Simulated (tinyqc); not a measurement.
Current crowding under a contact, resistor ladder against the transmission-line model: effect of the contact resistivity.

A metal contact of length d and width W on a thin layer of the same width. The metal has no resistance, the sheet resistance under it equals Rsh, and current enters the layer at the front edge x = 0.

Transfer length Lt = sqrt(rc/Rsh); front resistance Rc = (Rsh Lt/W) coth(d/Lt); end resistance Re = (Rsh Lt/W)/sinh(d/Lt).

Values chosen for this exercise: sheet resistance of the semiconductor layer Rsh = 210 ohm/sq; contact length d = 0.13 um; contact width W = 12 um.

Effect of the contact resistivity:

| rc (ohm cm^2) | Lt (um) | d/Lt | Rc W (ohm um) |
|---|---|---|---|
| 3.3e-9 | 0.039641 | 3.2794 | 8.3483 |
| 7.6e-9 | 0.060159 | 2.1610 | 12.973 |
| 1.7e-8 | 0.089974 | 1.4449 | 21.119 |
| 4e-8 | 0.13801 | 0.94194 | 39.373 |
| 9.1e-8 | 0.20817 | 0.62450 | 78.872 |
| 2.1e-7 | 0.31623 | 0.41110 | 170.54 |
| 4.8e-7 | 0.47809 | 0.27191 | 378.29 |
| 1.1e-6 | 0.72375 | 0.17962 | 855.23 |
| 2.5e-6 | 1.0911 | 0.11915 | 1932.2 |
| 5.8e-6 | 1.6619 | 0.078224 | 4470.6 |

What does the comparison show?

Rc W rises from 8.35 to 4470 ohm um, as rc^(0.53) between the first two rows (d/Lt = 3.3) and rc^(1.00) between the last two (d/Lt = 0.078); a long contact gives the power 1/2 and a short one 1.

Program tinyqc, `OMP_NUM_THREADS=1 python tinyqc.py 2760032 2760033 out.jsonl`; Intel Xeon 2.30GHz, shared host, one thread, about 0.01 s.
